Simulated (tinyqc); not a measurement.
# Piezoresistors in the (001) plane of a cubic crystal: effect of the direction of the resistor

Plane stress in crystal axes x = [100], y = [010]. First-order piezoresistance: d rho_xx/rho = p11 sxx + p12 syy, d rho_yy/rho = p12 sxx + p11 syy, d rho_xy/rho = p44 sxy; a resistor along d = (cos th, sin th) changes by dR/R = d.(d rho/rho).d. Changes of geometry and second-order terms are left out.

For uniaxial stress along or across the current: pL = p11 - (A/2) sin^2(2 th), pT = p12 + (A/2) sin^2(2 th), A = p11 - p12 - p44. dR/R is for the given stress.

Inputs (values chosen for the exercise); coefficients close to those of lightly doped p-type silicon:
```
symbol,value,unit,meaning
p11,6.59,x 1e-11/Pa,piezoresistive coefficient
p12,-1.08,x 1e-11/Pa,piezoresistive coefficient
p44,147,x 1e-11/Pa,piezoresistive coefficient
Sx,122,MPa,stress sxx
Sy,238,MPa,stress syy
St,-32,MPa,shear stress sxy
```

Effect of the direction of the resistor:
```
th (deg)  pL (1e-11/Pa)  pT (1e-11/Pa)  pL - pT (1e-11/Pa)  dR/R (%)
0                6.5900        -1.0800              7.6700   0.54694
10               14.739        -9.2293              23.969   -1.0351
20               35.374        -29.864              65.238   -2.3727
30               58.839        -53.329              112.17   -3.3044
45               76.255        -70.745              147.00   -3.7122
60               58.839        -53.329              112.17   -2.8596
75               24.006        -18.496              42.502  -0.97494
90               6.5900        -1.0800              7.6700    1.4367
```

What does the comparison show?

The sum pL + pT = p11 + p12 = 5.51 holds in every row. |pL - pT|, which sets the output of a bridge under uniaxial stress, is largest at 45 degrees (147) and is 7.67 at 0 degrees. The change dR/R goes from 0.547 through a minimum of -3.71 (at th = 45 deg among the rows listed) to 1.44 %.

Computed by the program tinyqc: `OMP_NUM_THREADS=1 python tinyqc.py 2530010 2530011 out.jsonl`, one thread of a shared Intel Xeon 2.30GHz, about 0.01 s for the whole run.
